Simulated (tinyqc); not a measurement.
Classical Heisenberg spin chain: exact results, Metropolis, heat-bath and over-relaxation steps, and a Monte Carlo run: one step, computed by the program tinyqc. Command: `OMP_NUM_THREADS=1 python tinyqc.py 3130332 3130333 out.jsonl heismc walk`. One thread of a shared host (Intel(R) Xeon(R) Processor @ 2.30GHz), about 0.2 s of CPU time with the checks.

E = -J sum_i s_i . s_(i+1) for unit vectors s_i on an open chain; K = J/(k_B T).

Problem. Exact results. Each bond angle is independent, so u = <s_i . s_(i+1)> = coth K - 1/K, <s_i . s_(i+n)> = u^n, correlation length xi = -1/ln|u|, energy per bond -J u, heat capacity per bond c/k_B = 1 - K^2/sinh^2 K, and for the long chain chi = mu^2 (1 + u)/(3 k_B T (1 - u)) per spin.

Inputs (values chosen for the exercise, for a model chain of large moments): coupling J = 35 meV; temperature T = 93.4 K; moment mu = 5.5 mu_B.

Constants: k_B = 8.617333262e-05 eV/K; mu_B = 5.7883818060e-05 eV/T.

Give: K; u; xi; energy per bond; heat capacity; chi over the Curie value; chi.

Solution.

K = 4.3486

u = 0.77037

xi = 3.8332 sites

energy per bond = -26.963 meV

heat capacity = 0.98736 k_B/bond

chi over the Curie value = 7.7098

chi = 0.55910 mu_B/T per spin

For |K| >> 1, |u| = 1 - 1/|K| and xi = |K| - 1/2 = 3.85: the chain orders only at T = 0, and c tends to k_B, not to zero, a failure of classical spins.
